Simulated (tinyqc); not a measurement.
Five forms on the same table: equation-of-state fits to an energy-volume table made by a known binding curve. Computed by tinyqc, a small Python program. Command: `OMP_NUM_THREADS=1 python tinyqc.py 3024657 3024658 out.jsonl eosfit walk`. One thread of a shared host (Intel(R) Xeon(R) Processor @ 2.30GHz), about 0.02 s of CPU time with the checks.

With x = (V/V_0)^(1/3), the energy per atom is E = -D [1 + eta (x - 1)] exp(-eta (x - 1)), so that B0 = D eta^2/(9 V_0) and B' = 1 + 2 eta/3. B' = dB/dP at P = 0.

Inputs (values chosen for the exercise, for a model crystal):
```
quantity                                  value             unit
cohesive energy D                           5.8          eV/atom
true volume V_0                            35.8  angstrom^3/atom
stiffness eta                              5.49                -
half-width of the volume window w          0.08                -
shift of the window centre s             -0.014                -
points N                                      7                -
compression V/V_0 for the pressure test    0.85                -
noise amplitude                            0.24              meV
```

Binding curve: universal binding. Noise: added.

Constants: 1 eV/angstrom^3 = 160.2176634 GPa.

Method:
- B0 and B' from the formulas above; P = -dE/dV at V = c V_0 (c the compression chosen), from the curve itself.
- Table: V_j = V_0 [1 + s + w (2 j/(N - 1) - 1)], j = 0..N-1, rounded to 0.001; E_j from the curve plus the noise amplitude times the listed numbers xi_j (xi_0 first), rounded to 1e-7 eV.
- Murnaghan: E = E0 + (B0 V/B') [(V0/V)^B'/(B' - 1) + 1] - B0 V0/(B' - 1), P = (B0/B') [(V0/V)^B' - 1].
- Birch-Murnaghan: E = E0 + (9 V0 B0/16) [y^3 B' + y^2 (2 - 4 y)], y = (V0/V)^(2/3) - 1; P = (3 B0/2) (x^7 - x^5) [1 + (3/4)(B' - 4)(x^2 - 1)], x = (V0/V)^(1/3).
- Vinet: E = E0 + (9 B0 V0/h^2) {1 + [h (1 - x) - 1] exp(h (1 - x))}, P = 3 B0 (1 - x) x^-2 exp(h (1 - x)), x = (V/V0)^(1/3), h = (3/2)(B' - 1).
- All are least-squares fits to the energies; for polynomials in V, B0 = V E'' and B' = -1 - V E'''/E'' at the minimum.

numbers xi_j, drawn evenly from -1 to 1: -0.1330  -0.7099  0.0589  0.9535  0.4911  -0.9239  -0.8194

exact B0 = 86.9276 GPa

exact B' = 4.66

exact pressure at c V_0 = 20.4707 GPa

Table:
```
V (angstrom^3)      E (eV)
32.435          -5.6968515
33.389          -5.7499749
34.344          -5.7826183
35.299          -5.7978180
36.253          -5.7983636
37.208          -5.7862576
38.163          -5.7627198
```

Fitted values:
```
form             V0 (angstrom^3)  B0 (GPa)       B'  P at c V_0 (GPa)
exact                     35.800    86.928   4.6600            20.471
parabola in V             35.942    95.734  -1.0000                 -
cubic in V                35.791    87.821   5.2177                 -
Murnaghan                 35.803    86.064   4.6746            20.960
Birch-Murnaghan           35.801    86.261   4.7622            20.689
Vinet                     35.800    86.350   4.8032            20.568
```

What does the comparison show, and why?

In B0 the Vinet form comes closest (-0.66 %) and the parabola in V form misses most (+10.13 %). A parabola in V has no third derivative, so its B' is -1 by construction. At c V_0, beyond the window, the pressure errors are Murnaghan +2.4 %, Birch-Murnaghan +1.1 %, Vinet +0.5 %; Murnaghan keeps B linear in P and so runs too stiff under compression.

Extremes, crossings and ranges named in words are read from the listed rows.
